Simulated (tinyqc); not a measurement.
# Grain-boundary diffusion: Harrison regimes, Fisher and Le Claire analysis, Hart average, step by step

A worked calculation. Computed by tinyqc, a small Python program that keeps every step. Command: `OMP_NUM_THREADS=1 python tinyqc.py 3001746 3001747 out.jsonl gbdiff walk`. One thread of a shared host (Intel(R) Xeon(R) Processor @ 2.30GHz), about 0.01 s of CPU time with the checks. Intermediate numbers are printed to about 5 digits and carried at full precision; extremes and crossings named in words are read from the listed rows.

A boundary is a slab of width delta with diffusivity D_b, normal to a surface held at constant concentration; it leaks into grains of diffusivity D.

Inputs (values chosen for the exercise, for a model polycrystal):

| quantity | value | unit |
|---|---|---|
| melting point T_m | 971 | K |
| lattice prefactor D0 | 6.1e-05 | m^2/s |
| lattice activation energy E | 1.51 | eV |
| boundary prefactor D0b | 2.1e-05 | m^2/s |
| boundary activation energy E_b | 0.961 | eV |
| boundary width delta | 0.53 | nm |
| segregation factor s | 1 | - |
| grain size d | 30 | um |
| temperature T | 582 | K |
| time t | 490 | s |

Constants: k_B = 8.617333262e-05 eV/K.

## Diffusivities

D = D0 exp(-E/(k_B T)), D_b = D0b exp(-E_b/(k_B T)). Triple product P = s delta D_b.

D = 5.1241e-18 m^2/s

D_b = 1.0012e-13 m^2/s

triple product P = 5.3064e-23 m^3/s

At T/T_m = 0.60 the boundary is 20000 times faster than the lattice.

## Regime

l = sqrt(D t); P = s delta D_b; alpha = s delta/(2 l); beta = P/(2 D l). Regime A if l > 3 d, C if alpha > 1, B if alpha < 0.1, l < d/4 and beta > 10, otherwise a transition.

lattice diffusion length l = 0.050108 um

alpha = 0.0052886

beta = 103.33

Regime: B

Boundaries are isolated and lose material sideways, so only the product P can be measured.

## Effective diffusivity

Hart average for parallel slabs: f = delta/d, D_eff = (s f D_b + (1 - f) D)/(1 - f + s f); share of the boundaries = s f D_b/(s f D_b + (1 - f) D); depth sqrt(D_eff t).

boundary fraction f = 1.7667e-05

D_eff = 6.8928e-18 m^2/s

share of the boundaries = 0.25662

depth sqrt(D_eff t) = 0.058116 um

Caution: outside regime A (which needs sqrt(D t) above about 3 d) the Hart average and its depth are formal: they describe a profile only in regime A or at steady state.

## Penetration along an isolated boundary

Fisher: the mean concentration falls as exp(-y/y_F), y_F = sqrt(P) (pi t/(4 D))^(1/4), with the boundary equation P d2c/dy2 = 2 c sqrt(D/(pi t)). Le Claire (from the Whipple solution): ln c falls as -(y/y_L)^(6/5) with P = 1.322 sqrt(D/t) y_L^2.

Fisher depth y_F = 0.67814 um

Le Claire depth y_L = 0.62651 um

The tail reaches 12.5 lattice lengths l; y_L/l = sqrt(2 beta/1.322).

## Whipple integral against the two closed forms

Whipple, boundary part of the mean concentration in units of c0 l per boundary, for D_b/D far above beta: c(eta) = (2 eta/sqrt(pi)) int_1^infinity exp(-eta^2/(4 u)) u^(-3/2) [exp(-Y^2)/sqrt(pi) - Y erfc(Y)] du with Y = (u - 1)/(2 beta), eta = y/l; w = eta/sqrt(beta). The last columns are -ln[c(y)/c(w = 1)] from the integral, from Fisher, (y - y1)/y_F, and from Le Claire, (y/y_L)^(6/5) - (y1/y_L)^(6/5), with y1 the depth at w = 1.

Tail of the profile:

| w | y (um) | c | Whipple | Fisher | Le Claire |
|---|---|---|---|---|---|
| 1.5 | 0.7640 | 4.8823e-01 | 0.529 | 0.3756 | 0.489 |
| 2.0 | 1.0187 | 2.8324e-01 | 1.074 | 0.7511 | 1.012 |
| 3.0 | 1.5281 | 9.1290e-02 | 2.206 | 1.5023 | 2.135 |
| 4.0 | 2.0375 | 2.7874e-02 | 3.392 | 2.2534 | 3.337 |
| 5.0 | 2.5468 | 8.0924e-03 | 4.629 | 3.0045 | 4.601 |
| 6.0 | 3.0562 | 2.2410e-03 | 5.913 | 3.7556 | 5.917 |
| 8.0 | 4.0749 | 1.5074e-04 | 8.612 | 5.2579 | 8.679 |
| 10.0 | 5.0937 | 8.6393e-06 | 11.472 | 6.7601 | 11.583 |

At w = 10 the integral has fallen by 11.47 in the logarithm, Fisher by 6.76 and Le Claire by 11.58: the true tail bends down faster than an exponential, which is why profiles are plotted against y^(6/5).

## Lattice against boundary over temperature

D_eff = (s f D_b + (1 - f) D)/(1 - f + s f), f = delta/d; share of the boundaries = s f D_b/(s f D_b + (1 - f) D).

Diffusivities (m^2/s):

| T/T_m | T (K) | D | D_b | D_eff | share | regime |
|---|---|---|---|---|---|---|
| 0.3 | 291.3 | 4.5797e-31 | 4.9656e-22 | 8.7730e-27 | 0.99995 | C |
| 0.4 | 388.4 | 1.5558e-24 | 7.1208e-18 | 1.2736e-22 | 0.98778 | C |
| 0.5 | 485.5 | 1.2901e-20 | 2.2206e-15 | 5.2132e-20 | 0.75253 | transition |
| 0.6 | 582.6 | 5.2855e-18 | 1.0212e-13 | 7.0894e-18 | 0.25447 | B |
| 0.7 | 679.7 | 3.8826e-16 | 1.5728e-12 | 4.1604e-16 | 0.06679 | transition |
| 0.8 | 776.8 | 9.7419e-15 | 1.2229e-11 | 9.9578e-15 | 0.02170 | transition |
| 0.9 | 873.9 | 1.1944e-13 | 6.0275e-11 | 1.2051e-13 | 0.00884 | transition |
| 1.0 | 971.0 | 8.8712e-13 | 2.1595e-10 | 8.9092e-13 | 0.00428 | transition |

The apparent activation energy of D_eff is 0.96 eV between the first rows and 1.51 eV between the last, against E_b = 0.961 and E = 1.51 eV. Among these rows boundaries carry most of the flux up to T/T_m = 0.5, the lattice above. Caution: outside regime A, D_eff and the share of the boundaries hold only at steady state.

Checks made by the program: Le Claire's slope against the Whipple integral (relative difference 2e-02).
